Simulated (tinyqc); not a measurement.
Inside a calculation. Method: inverse iteration on a symmetric matrix. Computed by tinyqc, a small Python program that keeps every step. Settings: method = inverse, shift = 1.43. Command: `OMP_NUM_THREADS=1 python tinyqc.py 31749 31750 out.jsonl` (the two numbers bound the seeds that draw the settings). One thread of a shared host (Intel(R) Xeon(R) Processor @ 2.60GHz), about 0.01 s of CPU time with the checks.

## Step 1

A, lower triangle:
```
         1        2       3
1   2.8960
2  -0.0910   2.9000
3   0.2520  -0.2550  3.2480
```

vector v at the start: 0.5774  0.5774  0.5774

shift = 1.4300

solve (A - shift) w = v; v' = w/|w| with its largest component positive (the first on a tie); lambda = v'^T A v'.

vector after step 1: 0.5344  0.6911  0.4866

Rayleigh quotient after step 1 = 2.8736

## Step 2

As before.

vector after step 2: 0.4899  0.7656  0.4170

Rayleigh quotient after step 2 = 2.8314

## Step 3

As before.

vector after step 3: 0.4498  0.8132  0.3693

Rayleigh quotient after step 3 = 2.8106

## Course of the iteration

Stop when the residual |A v - lambda v| is below 1e-9.

Steps:

| step | lambda | residual |
|---|---|---|
| 1 | 2.873609 | 2.21e-01 |
| 2 | 2.831423 | 1.57e-01 |
| 3 | 2.810643 | 1.08e-01 |
| 4 | 2.800564 | 7.55e-02 |
| 5 | 2.795412 | 5.46e-02 |
| 6 | 2.792427 | 4.25e-02 |
| 7 | 2.790355 | 3.63e-02 |
| 8 | 2.788644 | 3.36e-02 |
| 9 | 2.787052 | 3.27e-02 |
| 10 | 2.785475 | 3.27e-02 |
| 11 | 2.783873 | 3.30e-02 |
| 12 | 2.782230 | 3.34e-02 |
| 13 | 2.780544 | 3.38e-02 |
| 14 | 2.778818 | 3.42e-02 |
| 15 | 2.777059 | 3.45e-02 |
| 16 | 2.775274 | 3.47e-02 |
| 17 | 2.773473 | 3.48e-02 |
| 18 | 2.771665 | 3.48e-02 |
| 19 | 2.769860 | 3.48e-02 |
| 20 | 2.768067 | 3.46e-02 |
| 21 | 2.766296 | 3.43e-02 |
| 22 | 2.764555 | 3.40e-02 |
| 23 | 2.762853 | 3.36e-02 |
| 24 | 2.761198 | 3.31e-02 |
| 25 | 2.759596 | 3.25e-02 |
| 26 | 2.758053 | 3.19e-02 |
| 27 | 2.756573 | 3.12e-02 |
| 28 | 2.755161 | 3.04e-02 |
| 29 | 2.753818 | 2.96e-02 |
| 30 | 2.752546 | 2.88e-02 |

all eigenvalues, for comparison: 2.7373  2.8070  3.4997

Not converged in 30 steps: the residual falls only by the ratio of the two smallest distances of eigenvalues from the shift, 0.95 a step.
